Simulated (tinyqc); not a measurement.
Elastic trap-assisted tunnelling through a dielectric: one step of the calculation.

Emitter at x = 0 (Fermi level 0), collector at x = t (Fermi level -V), band edge U(x) = phi - F x, F = V/t. A trap at x has the energy E = U(x) - Et. With G(u) = (4/(3 F)) sqrt(mo/C) max(u, 0)^1.5, C = hbar^2/(2 m0): S1 = G(phi - E) - G(Et), S2 = G(Et) - G(phi - V - E), T1,2 = exp(-S1,2). The steady rate through one trap is nu T1 T2 (f1 - f2)/(T1 + T2), f1 = f(E), f2 = f(E + V), f(y) = 1/(1 + exp(y/Vt)); both contacts offer states at E.

Problem. The best-placed trap against direct tunnelling. At x = xs: E, S1, S2 and the occupation (T1 f1 + T2 f2)/(T1 + T2). Direct tunnelling at E = 0 has S = (4/(3 F)) sqrt(mo/C) [phi^1.5 - max(phi - V, 0)^1.5].

Parameters, values chosen for the exercise; dielectric values close to those of aluminium oxide: temperature T = 300 K; barrier above the emitter Fermi level phi = 2.54 eV; tunnelling mass mo = 0.39 m0; thickness t = 6.5 nm; trap depth below the band edge of the dielectric Et = 2.29 eV; attempt frequency nu = 1e14 1/s; voltage V = 1.72 V.

Constants: q = 1.602176634e-19 C, kB = 1.380649e-23 J/K, hbar = 1.054571817e-34 J s, m0 = 9.1093837015e-31 kg, Vt = kB T/q, hbar^2/(2 m0) = 0.0380998212 eV nm^2. Results are converted to the units shown.

xs = 2.91 nm

Wanted: E; S1; S2; occupation; S of direct tunnelling.

Solution.

E = -0.5200 eV
S1 = 30.43
S2 = 30.86
occupation = 0.6059
S of direct tunnelling = 53.29

Range of the model: Phonon-assisted (inelastic) capture, chains of traps and a spread of trap depths are left out.

tinyqc, about 0.04 s, one thread, Intel Xeon 2.30GHz (shared host): `OMP_NUM_THREADS=1 python tinyqc.py 2370102 2370103 out.jsonl`
